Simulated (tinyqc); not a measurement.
Inside a calculation. Method: coherent transport through a tight-binding region between two chains. One step of it, computed by the program tinyqc.

Problem. Transmission at E = 0.58 eV. Surface Green function g = (E - i sqrt(4 t^2 - E^2)) / (2 t^2); self-energy tc^2 g on each contact site; G = (E - H - Sigma)^(-1); Gamma = -2 Im Sigma; T = Gamma_L Gamma_R |G_LR|^2; local density of states -Im G_ii / pi.

H of the central region (eV), lower triangle:
```
           1          2          3          4          5         6
1   0.000000
2  -1.120000   0.000000
3   0.000000  -1.120000   0.000000
4   0.000000   0.000000  -1.000000   0.000000
5   0.000000   0.000000   0.000000  -1.120000   0.000000
6   0.000000   0.000000   0.000000   0.000000  -1.120000  0.000000
```

Leads: semi-infinite chains with site energy 0:
```
parameter                           value
lead hopping t (eV)              1.430000
coupling to the left lead (eV)   1.380000
coupling to the right lead (eV)  0.240000
left contact site                       1
right contact site                      6
```

E = 0.580000 eV

Give: g; G; local density of states; transmission.

Solution.

g = 0.142-0.685i 1/eV

G (1/eV), lower triangle:
```
               1              2              3              4
1   0.090-0.736i
2   0.011+0.099i   0.112-0.040i
3  -0.096+0.685i   0.824-0.078i  -0.331-0.645i
4   0.043-0.508i  -0.603+0.090i   0.269+0.461i   0.520-0.368i
5   0.063-0.349i  -0.423+0.023i   0.156+0.337i   0.384-0.221i
6  -0.076+0.688i   0.822-0.102i  -0.350-0.636i  -0.718+0.483i

               5             6
5  -0.338-0.186i
6   0.684+0.318i  0.364-0.647i
```

local density of states (1/eV): 0.234  0.013  0.205  0.117  0.059  0.206

transmission = 0.099
